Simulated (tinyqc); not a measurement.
Worked calculation: geometry optimisation on the UHF/6-311g surface (energies and gradients from PySCF), for H2+, spin multiplicity 2. One step of it, computed by the program tinyqc.

Question. Step 2: move. Steepest descent, p = -g / 0.6; steps longer than 0.5 bohr are cut back.

positions after step 1 (bohr), order 1H, 2H:
$$\begin{pmatrix}
0.000000 & 0.000000 & -0.172334 \\
0.000000 & 0.000000 & 1.661438
\end{pmatrix}$$

gradient (hartree/bohr), order 1H, 2H:
$$\begin{pmatrix}
0.00000000 & 0.00000000 & 0.02077638 \\
0.00000000 & 0.00000000 & -0.02077638
\end{pmatrix}$$

Give: positions after step 2.

Answer.

positions after step 2 (bohr), order 1H, 2H:
$$\begin{pmatrix}
0.0000 & 0.0000 & -0.2070 \\
0.0000 & 0.0000 & 1.6961
\end{pmatrix}$$
